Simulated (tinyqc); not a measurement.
## Trap depth and cross-section from two peaks

Question. A DLTS peak lies where ew = sn g T^2 exp(-Et/kB T), g = vth Nc/(300 K)^2. Find Et and sn.

Parameters, values chosen for the exercise: conduction-band density of states at 300 K Nc = 2.28e18 cm^-3; thermal velocity at 300 K vth = 2.6e7 cm/s.

Constants: q = 1.602176634e-19 C, kB = 1.380649e-23 J/K. Results are converted to the units shown.

peak temperatures for ew = 5 and 2000 1/s (K): [188.60560, 261.84952]

Solution. The slope of ln(ew/T^2) against q/kB T is -Et, and the intercept is ln(sn g).

Et = 0.3100 eV
sn = 4.100e-17 cm^2

Program tinyqc, `OMP_NUM_THREADS=1 python tinyqc.py 2050070 2050071 out.jsonl`; Intel Xeon 2.30GHz, shared host, one thread, about 0.01 s.
